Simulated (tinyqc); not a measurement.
Ionisation potential and affinity of a slab from the planar-averaged potential: one step. The potential line-up.

Inputs chosen for the exercise (out of a larger set: gap near that of GaAs; not measured data): h = 0.3 angstrom (grid step).

macroscopic average (eV): [-3.19881, -4.07540, -4.86213, -5.48038, -5.89307, -6.12258, -6.23512, -6.28816, -6.30992, -6.31743, -6.31947, -6.31991, -6.31998, -6.32000, -6.32000, -6.32000, -6.32000, -6.32000, -6.32000, -6.32000, -6.32000, -6.32000, -6.32000, -6.31998, -6.31991, -6.31947, -6.31743, -6.30992, -6.28816, -6.23512, -6.11732, -5.87871, -5.45913, -4.83493, -4.04240, -3.16000, -2.27760, -1.48507, -0.86087, -0.44129, -0.20268, -0.08488, -0.03184, -0.01008, -0.00257, -0.00053, -0.00010, -0.00005, -0.00013, -0.00043, -0.00141, -0.00564, -0.02795, -0.08680, -0.21039, -0.45493, -0.88153, -1.51590, -2.31697]

Problem. Read the macroscopic average in the middle of each region, j = 17 and j = 47, and its slope in A by a central difference over two points each way.

Give: plateau in A; plateau in vacuum; dV = vacuum - A; slope in A.

Solution.

plateau in A = -6.320 eV
plateau in vacuum = 0.000 eV
dV = vacuum - A = 6.320 eV
slope in A = 0.000 eV/angstrom

The plateaus are flat, so the line-up is well defined.

Computed by tinyqc, a small Python program: `OMP_NUM_THREADS=1 python tinyqc.py 1850012 1850013 out.jsonl` (the numbers bound the seed that draws the inputs); one thread of a shared host (Intel(R) Xeon(R) Processor @ 2.30GHz), about 0.01 s for the whole set of steps.
